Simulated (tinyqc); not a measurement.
From results to parameters: Morse oscillator. Computed by the program tinyqc.

Problem. A Morse oscillator has levels we (n + 1/2) - wexe (n + 1/2)^2 with wexe = we^2/(4 De) and we = a sqrt(2 De/m) in atomic units (1 hartree = 219474.63 cm^-1 = 27.211386 eV, 1 u = 1822.888 electron masses). Find we, wexe, De and a.

spacings 0-1 and 1-2 (cm^-1): 919.839246  908.350773
reduced mass = 10.480016 u

Solution. The spacings are we - 2 wexe and we - 4 wexe, so their difference is 2 wexe; De = we^2/(4 wexe) and a = sqrt(2 m wexe).

we, wexe (cm^-1): 931.3277  5.7442
De = 4.680 eV
a = 1.0000 1/bohr
